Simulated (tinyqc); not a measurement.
Inside a calculation. Method: G0W0 on RHF in the sto-6g basis, for BeH+, spin multiplicity 1. One step of it, computed by the program tinyqc.

Question. G0W0 on Hartree-Fock: HOMO. W(p,q,m) = sqrt2 sum_ia (pq|ia) (X+Y)_ia,m; Sigma_c(x) = sum_(i,m) W^2/(x - e_i + w_m) + sum_(a,m) W^2/(x - e_a - w_m); solve x = e_p + Sigma_c(x) by Newton steps; Z = 1/(1 - dSigma/dx); 1 hartree = 27.211386 eV.

orbital energies (hartree): MO1 -5.101274, MO2 -0.772857, MO3 -0.269714, MO4 -0.153721, MO5 -0.153721, MO6 0.455459

Two-electron integrals over orbitals (pq|rs), unique and non-zero (hartree):
```
(11|11) 2.284206    (21|11) -0.170175   (21|21) 0.022628    (22|11) 0.508976
(22|21) 0.004181    (22|22) 0.561764    (31|11) -0.177497   (31|21) 0.016831
(31|22) -0.020488   (31|31) 0.029571    (32|11) 0.030559    (32|21) -0.006077
(32|22) -0.063618   (32|31) 0.001941    (32|32) 0.026562    (33|11) 0.564870
(33|21) -0.014838   (33|22) 0.321429    (33|31) 0.004812    (33|32) 0.023231
(33|33) 0.479697    (41|41) 0.015890    (42|41) 0.012979    (42|42) 0.042466
(43|41) 0.014107    (43|42) 0.029650    (43|43) 0.053225    (44|11) 0.570101
(44|21) -0.006037   (44|22) 0.379308    (44|31) -0.005754   (44|32) 0.013140
(44|33) 0.402540    (44|44) 0.450117    (51|51) 0.015890    (52|51) 0.012979
(52|52) 0.042466    (53|51) 0.014107    (53|52) 0.029650    (53|53) 0.053225
(54|54) 0.024258    (55|11) 0.570101    (55|21) -0.006037   (55|22) 0.379308
(55|31) -0.005754   (55|32) 0.013140    (55|33) 0.402540    (55|44) 0.401601
(55|55) 0.450117    (61|11) 0.097149    (61|21) -0.017324   (61|22) -0.011042
(61|31) -0.003565   (61|32) 0.005721    (61|33) 0.017484    (61|44) 0.001325
(61|55) 0.001325    (61|61) 0.018898    (62|11) -0.102248   (62|21) 0.004875
(62|22) 0.081990    (62|31) 0.004270    (62|32) -0.043291   (62|33) -0.026603
(62|44) -0.043205   (62|55) -0.043205   (62|61) 0.000164    (62|62) 0.122640
(63|11) 0.039923    (63|21) -0.004371   (63|22) -0.056616   (63|31) 0.006626
(63|32) 0.021537    (63|33) 0.057474    (63|44) 0.011036    (63|55) 0.011036
(63|61) 0.007141    (63|62) -0.041048   (63|63) 0.042718    (64|41) -0.009697
(64|42) -0.030807   (64|43) -0.017115   (64|64) 0.028145    (65|51) -0.009697
(65|52) -0.030807   (65|53) -0.017115   (65|65) 0.028145    (66|11) 0.530604
(66|21) 0.000607    (66|22) 0.548119    (66|31) -0.015822   (66|32) -0.059213
(66|33) 0.354106    (66|44) 0.383384    (66|55) 0.383384    (66|61) -0.005536
(66|62) 0.107693    (66|63) -0.051457   (66|66) 0.579107
```

excitation energies w (hartree): 0.544374  0.698684  0.698684  1.456523  4.890277  4.979267  4.979267  5.594471

X + Y:
```
             1          2          3          4         5         6          7          8
1>3  -0.001927   0.000000   0.000000  -0.003392  0.993927  0.000000   0.000000  -0.009298
1>4   0.000000   0.004203  -0.009017   0.000000  0.000000  0.721489  -0.687801   0.000000
1>5   0.000000  -0.009017  -0.004203   0.000000  0.000000  0.687801   0.721489   0.000000
1>6  -0.003950   0.000000   0.000000   0.000068  0.010664  0.000000   0.000000   0.996571
2>3   0.958689   0.000000   0.000000  -0.043970  0.000166  0.000000   0.000000   0.000369
2>4   0.000000  -0.397739   0.853193   0.000000  0.000000  0.000954  -0.000910   0.000000
2>5   0.000000   0.853193   0.397739   0.000000  0.000000  0.000910   0.000954   0.000000
2>6   0.112375   0.000000   0.000000   0.915750  0.000955  0.000000   0.000000   0.000018
```

Give: The 12 largest terms at x = e_p; Newton steps; quasiparticle energy of the HOMO; Hartree-Fock value.

Answer.

The 12 largest terms at x = e_p (hartree; W for the signs of X + Y given):
```
q  m        W       term
2  1  -0.0731     0.0098
6  4   0.1615    -0.0097
2  4   0.1102     0.0083
5  2   0.0511    -0.0020
4  3   0.0511    -0.0020
3  4  -0.0577    -0.0017
6  1  -0.0392    -0.0009
3  1   0.0291    -0.0008
4  2  -0.0238  -4.30e-04
5  3   0.0238  -4.30e-04
2  5  -0.0289   1.70e-04
1  8  -0.0246   6.12e-05
```

Newton steps (hartree):
```
step        x  Sigma_c(x)       Z
0     -0.7729    4.64e-04  0.9678
1     -0.7724    4.49e-04  0.9678
2     -0.7724    4.49e-04  0.9678
```

quasiparticle energy of the HOMO = -21.0183 eV

Hartree-Fock value = -21.0305 eV
